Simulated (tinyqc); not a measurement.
Two-mode optical phonons of a ternary alloy from two coupled oscillators: one step, computed by the program tinyqc.

An alloy A(x)B(1-x)C has an A-C and a B-C bond oscillator. Each TO frequency moves linearly from the impurity mode (dilute end) to the TO of the pure crystal; each strength is proportional to the number of bonds.

Question. Share of the polar coupling. eps(omega) = eps_inf + W_1/(omega_1^2 - omega^2) + W_2/(omega_2^2 - omega^2) = 0 is the eigenproblem of the matrix [[omega_1^2 + W_1/eps_inf, sqrt(W_1 W_2)/eps_inf], [sqrt(W_1 W_2)/eps_inf, omega_2^2 + W_2/eps_inf]] for omega_LO^2. The polar coupling of mode j is c_j = (u_j . sqrt(W))^2/(eps_inf^2 omega_j^2), u_j its eigenvector and omega_j here its LO frequency; the c_j add up to 1/eps_inf - 1/eps_s. Froehlich constant alpha_j = (e^2/(4 pi eps_0)) c_j k_j/(2 E_j), E_j = h c omega_j, k_j = sqrt(m* E_j/(hbar^2/(2 m_0))).

Inputs (values chosen for the exercise, for a model alloy): electron mass m* = 0.11 m_0.

omega_1 (A-C, TO) = 740.73 1/cm

omega_2 (B-C, TO) = 465.72 1/cm

eps_inf = 8.2935

W_1 = 255997.8 1/cm^2

W_2 = 441153.5 1/cm^2

Constants: e^2/(4 pi eps_0) = 14.39964548 eV angstrom; hbar^2/(2 m_0) = 3.80998212 eV angstrom^2; 1 THz = 33.35640952 1/cm; h x 1 THz = 4.135667696 meV.

Give: c_j, lower and upper mode; share of the upper mode; alpha_j, lower and upper mode.

Answer.

c_j, lower and upper mode: [0.019376, 0.0085565]

share of the upper mode = 0.30633

alpha_j, lower and upper mode: [0.093838, 0.033996]
